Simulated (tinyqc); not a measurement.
# Inputs raised by 10 %, one at a time

Model: configuration-coordinate model of a defect: Huang-Rhys factor and luminescence line shape. Computed by tinyqc, a small Python program. Command: `OMP_NUM_THREADS=1 python tinyqc.py 3020741 3020742 out.jsonl ccline sens`. One thread of a shared host (Intel(R) Xeon(R) Processor @ 2.30GHz), about 0.06 s of CPU time with the checks.

Ground state E_g(Q) = (1/2) omega_g^2 Q^2; excited state E_e(Q) = E_0 + (1/2) omega_e^2 (Q - dQ)^2 with omega_e = omega_g and E_0 = E_ZPL. Q is mass-weighted; the dipole does not depend on Q (Condon approximation).

Inputs (values chosen for the exercise, for a model defect):
```
quantity                          value              unit
zero-phonon energy E_ZPL          0.619                eV
displacement dQ                    2.07  u^(1/2) angstrom
ground-state phonon hbar omega_g   20.1               meV
temperature T                       200                 K
refractive index n_r               2.92                 -
transition dipole mu                2.3        e angstrom
quenching prefactor nu_0          4e+11               1/s
```

Modes: equal frequencies in both states.

Constants: hbar^2/u = 4.18015928e-03 eV angstrom^2; k_B = 8.617333262e-05 eV/K; hbar = 6.582119569e-16 eV s; e = 1.602176634e-19 C; eps_0 = 8.8541878128e-12 F/m; hbar = 1.054571817e-34 J s; c = 299792458 m/s.

Method:
- S = hbar omega dQ^2/(2 hbar^2/u) for each state; relaxation energy S hbar omega; absorption at E_0 + S_e hbar omega_e, emission at E_0 - S_g hbar omega_g; the Stokes shift is their difference.
- Overlaps <m_e|n_g> of harmonic-oscillator functions (Hermite recursion, positive leading coefficients) by a sum over an even grid (700 points from x = -9 to 9 + d for the small table, 1500 points from -16 to 16 + d for the thermal sums), with x = Q sqrt(omega_g/hbar), d = sqrt(2 S_g) and frequency ratio omega_e/omega_g.
- Initial levels m = 0..24 carry Boltzmann weights exp(-m hbar omega_e/k_B T), normalised; final levels n = 0..79; a line lies at E_ZPL + m hbar omega_e - n hbar omega_g with weight w_m <m|n>^2. Moments are taken over these weights without the E^3 factor; FWHM = 2 sqrt(2 ln 2) x standard deviation; the zero-phonon weight is the sum of w_m <m|m>^2.
- The curves cross at the root Q_c nearest dQ; the barrier is (1/2) omega_e^2 (Q_c - dQ)^2, with (1/2) omega^2 = (hbar omega)^2/(2 hbar^2/u). k_r = n_r omega^3 mu^2/(3 pi eps_0 hbar c^3) at the vertical emission energy, without local-field correction; k_nr = nu_0 exp(-barrier/k_B T) (Mott-Seitz); yield = k_r/(k_r + k_nr); T_1/2 = barrier/(k_B ln(nu_0/k_r)).

Runs; columns: (1) input moved; (2) from; (3) to; (4) FWHM from the second moment (eV); (5) classical barrier (eV); (6) radiative lifetime (ns); (7) quenching temperature T_1/2 (K):
```
(1)                                       (2)     (3)     (4)     (5)    (6)    (7)
base run                                    -       -  0.2097  0.2049  244.0  206.9
displacement dQ (u^(1/2) angstrom)       2.07   2.277  0.2306  0.1355  340.9  133.0
ground-state phonon hbar omega_g (meV)   20.1   22.11  0.2330  0.1355  340.9  133.0
zero-phonon energy E_ZPL (eV)           0.619  0.6809  0.2097  0.2711  160.3  284.2
temperature T (K)                         200     220  0.2180  0.2049  244.0  206.9
transition dipole mu (e angstrom)         2.3    2.53  0.2097  0.2049  201.6  210.4
refractive index n_r                     2.92   3.212  0.2097  0.2049  221.8  208.7
```

Exponents ln(y'/y) / ln(x'/x):
```
input                             FWHM from the second moment  classical barrier  radiative lifetime  quenching temperature T_1/2
displacement dQ                                         1.000             -4.341               3.511                       -4.642
ground-state phonon hbar omega_g                        1.106             -4.341               3.511                       -4.642
zero-phonon energy E_ZPL                                0.000              2.938              -4.406                        3.328
temperature T                                           0.410              0.000               0.000                        0.000
transition dipole mu                                    0.000              0.000              -2.000                        0.176
refractive index n_r                                    0.000              0.000              -1.000                        0.087
```

Among the inputs moved here: FWHM from the second moment answers most in size to ground-state phonon hbar omega_g (exponent +1.106), next to displacement dQ (+1.000); its exponent is below 0.0005 for zero-phonon energy E_ZPL, transition dipole mu, refractive index n_r. Its exponent +1.000 in displacement dQ: the width goes as sqrt(S). Classical barrier answers most in size to displacement dQ (exponent -4.341), and about equally to ground-state phonon hbar omega_g (-4.341); its exponent is below 0.0005 for temperature T, transition dipole mu, refractive index n_r. Radiative lifetime answers most in size to zero-phonon energy E_ZPL (exponent -4.406), next to displacement dQ (+3.511); its exponent is below 0.0005 for temperature T. Its exponent -2.000 in transition dipole mu: the rate goes as mu^2. Its exponent -1.000 in refractive index n_r: the rate goes as n_r. Quenching temperature T_1/2 answers most in size to displacement dQ (exponent -4.642), and about equally to ground-state phonon hbar omega_g (-4.642); its exponent is below 0.0005 for temperature T.

Caution (rows base run, displacement dQ, ground-state phonon hbar omega_g, temperature T, transition dipole mu, refractive index n_r): the barrier is below the relaxation energy of the excited state, so vertical excitation lands above the crossing and may bypass luminescence (Dexter-Klick-Russell rule). Caution (all rows): the band is wide against its energy, so the E^3 factor left out of the moments shifts the observed peak up.

Extremes, crossings and ranges named in words are read from the listed rows.
